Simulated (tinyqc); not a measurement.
Gupta-type many-body potential for a metal: one step, computed by the program tinyqc. Command: `OMP_NUM_THREADS=1 python tinyqc.py 3004205 3004206 out.jsonl gupta walk`. One thread of a shared host (Intel(R) Xeon(R) Processor @ 2.30GHz), about 0.01 s of CPU time with the checks.

E_i = sum_j A exp(-p (r_ij/r0 - 1)) - xi rho_i^gamma, with rho_i = sum_j exp(-2 q (r_ij/r0 - 1)); gamma = 1/2 is the tight-binding second-moment form. The crystal is fcc unless stated; d is the neighbour distance and a fixed number of shells is kept.

Task: Shell terms at equilibrium. fcc shells: d sqrt(k), k = 1..5, with 12, 6, 24, 12, 24 atoms; Omega = d^3/sqrt2. Repulsion and density of one neighbour in each shell, and their sums.

Inputs (values chosen for the exercise, modelled on silver):
```
quantity               value      unit
repulsion A            0.103        eV
decay p                 10.8         -
decay q                 3.18         -
reference distance r0  2.889  angstrom
shells kept                5         -
```

neighbour distance d = 2.890723 angstrom

Give: Shells; repulsive energy; density rho.

Result:

Shells:
```
shell  count  r (angstrom)  repulsion (eV)    density
1         12         2.891       1.023e-01  9.962e-01
2          6         4.088       1.164e-03  7.138e-02
3         24         5.007       3.753e-05  9.444e-03
4         12         5.781       2.074e-06  1.716e-03
5         24         6.464       1.618e-07  3.821e-04
```

repulsive energy = 1.236 eV

density rho = 12.64
